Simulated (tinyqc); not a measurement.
Film and buried-oxide thickness from two coupling ratios.

Problem. In a depleted film -dVT/dVb is k1 = Cs Cbox/(Cox (Cs + Cbox)) for a front channel and k2 = Cbox (Cox + Cs)/(Cox Cs) for a back channel, with Cox = eps0 eox/tox, Cs = eps0 eps_r/ts, Cbox = 3.9 eps0/tb. Find ts and tb.

Parameters, values chosen for the exercise; band and dielectric values close to those of silicon: relative permittivity eps_r = 11.6; relative permittivity of the gate insulator (close to silicon dioxide) eox = 3.9; insulator thickness tox = 2.2 nm.

coupling ratios for a front and a back channel: 0.062795276  0.20111235

Solution. With y = Cox/Cs and z = Cox/Cbox, 1/k1 = y + z and k2 = (1 + y)/z, so y = (k2/k1 - 1)/(1 + k2); the thicknesses follow from y and z.

ts = 12.00 nm
tb = 31.00 nm

Computed by the program tinyqc: `OMP_NUM_THREADS=1 python tinyqc.py 2190015 2190016 out.jsonl`, one thread of a shared Intel Xeon 2.30GHz, about 0.4 s for the whole run.
